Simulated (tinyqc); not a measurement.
Comparisons within one model: complex band structure along [001] in sp3s* tight binding. A value that a table varies takes the place of the one given here.

For k = (0, 0, kz) the phase sums are g0 = cos(phi) and g3 = i sin(phi), phi = kz a/4, and the s, pz, s* orbitals of anion (a) and cation (c) decouple from px, py. With z = exp(i phi), H(z) = H0 + z T + T^T/z for any complex z. H0 is diagonal (Esa, Epa, Exa, Esc, Epc, Exc). The anion-cation block is B(z) = z U + W/z and the cation-anion block z W^T + U^T/z, where U has Vss/2 (s,s), Vsapc/2 (s,z), -Vscpa/2 (z,s), Vxx/2 (z,z), Vxapc/2 (s*,z), -Vpaxc/2 (z,s*), and W has the same values with the s-z and s*-z signs reversed. |z| = 1 is a band state, |z| < 1 decays along [001] as exp(-kappa d) over a distance d, kappa = -(4/a) ln|z|. No spin-orbit coupling.

Constants: hbar^2/2m0 = 3.80998211 eV angstrom^2.

Values chosen for the exercise (out of a larger set: near a published set for GaSb, fitted to gaps, whose masses and valley positions are rough (light masses up to twice too heavy); not measured data): p = (-7.305, 0.853, -3.918, 2.927, 6.693, 5.927, -6.156, 1.581, 4.102, 4.917, 4.724, 4.932, 4.217) eV (order Esa, Epa, Esc, Epc, Exa, Exc, Vss, Vxx, Vxy, Vsapc, Vscpa, Vxapc, Vpaxc); a = 6.098 angstrom (lattice constant); dE = 0.58 eV (E - Ev).

## Decay across the direct gap

Ev = -0.00075 eV
EG (direct gap) = 0.77394 eV

masses of this model, from the curvature at Gamma (m0): m_lh 0.05245, m_e 0.06401

kappa of the imaginary branch at Gamma against three formulas: parabolic from the valence edge, sqrt(m_lh E/c); parabolic from the conduction edge, sqrt(m_e (EG - E)/c); two-band (Franz), sqrt(m E (1 - E/EG)/c) with m = 2 m_lh m_e/(m_lh + m_e). E from Ev; c = hbar^2/2m0.

kappa (1/angstrom):
```
E/EG  E (eV)  tight binding  parabolic, valence  parabolic, conduction  two-band
0.05  0.0387         0.0226              0.0231                 0.1111    0.0236
0.15  0.1161         0.0373              0.0400                 0.1051    0.0386
0.25  0.1935         0.0456              0.0516                 0.0988    0.0469
0.35  0.2709         0.0507              0.0611                 0.0919    0.0516
0.50  0.3870         0.0539              0.0730                 0.0806    0.0541
0.65  0.5031         0.0522              0.0832                 0.0675    0.0516
0.75  0.5805         0.0479              0.0894                 0.0570    0.0469
0.85  0.6578         0.0400              0.0952                 0.0442    0.0386
0.95  0.7352         0.0247              0.1006                 0.0255    0.0236
```

What can be read from the table?

The branch joins the light-hole and conduction bands and peaks, among these rows, at E/EG = 0.50 with kappa = 0.0539 1/angstrom. At mid-gap the parabola from the conduction edge is +50 % off and the two-band form +0.5 %; over 5 nm the parabola would misstate exp(-2 kappa d) by a factor 14.5.

## Band-to-band tunnelling in a uniform field

WKB at zero transverse momentum: T = exp(-2 I/(eF)), I = integral of kappa dE across the direct gap (8 Gauss-Legendre points in theta, E = EG sin^2 theta, 0 to pi/2); 1 MV/cm = 0.01 V/angstrom. The two-band form gives I = (pi/8) sqrt(m/c) EG^(3/2) with m = 2 m_lh m_e/(m_lh + m_e).

Tunnelling:
```
F (MV/cm)  path EG/eF (angstrom)  exponent 2I/eF  T, tight binding  T, two-band
0.50                       154.8          13.124          2.00e-06     1.93e-06
0.75                       103.2           8.749          0.000159     0.000155
1.00                        77.4           6.562           0.00141      0.00139
1.50                        51.6           4.375            0.0126       0.0125
2.00                        38.7           3.281            0.0376       0.0373
3.00                        25.8           2.187             0.112        0.112
4.00                        19.3           1.640             0.194        0.193
```

I, tight binding = 0.032810 eV/angstrom
I, two-band = 0.032892 eV/angstrom

What can be read from the table?

The two-band integral is +0.25 % from the tight-binding one, which makes the two-band T 0.9677 times the other at 0.5 MV/cm and 0.9959 times at 4 MV/cm. Doubling the field from 1 to 2 MV/cm halves the exponent and raises T by a factor 26.6. Where the exponent falls below about 2 the WKB form is only a guide.

## Energy and lattice constant

The slowest root of the s-pz block and the heavy-hole branch, sinh^2(kappa a/4) = ((E - Epa)(E - Epc) - Vxx^2)/(Vxx^2 - Vxy^2), at E = Ev + dE with Ev the lower root of [[Epa, Vxx], [Vxx, Epc]]; the couplings are kept when a changes. Each row changes one parameter from the base and keeps the others.

Results:
```
case                slowest kappa (1/angstrom)  heavy-hole kappa (1/angstrom)
base                                    0.0479                         0.2313
dE = 0.55 eV                            0.0499                         0.2265
a = 6.281 angstrom                      0.0465                         0.2246
```

How do the results move?

The largest shifts from the base row, up to three for each result and ties (the steps differ in size, so this ranks the rows, not the parameters). slowest kappa (1/angstrom): dE +0.0020, a -0.0014. heavy-hole kappa (1/angstrom): a -0.0067, dE -0.0048. With the couplings fixed, kappa a stays, so kappa scales as 1/a.

tinyqc: `OMP_NUM_THREADS=1 python tinyqc.py 1482769 1482770 out.jsonl`; about 0.02 s, one thread, shared Intel(R) Xeon(R) Processor @ 2.30GHz.
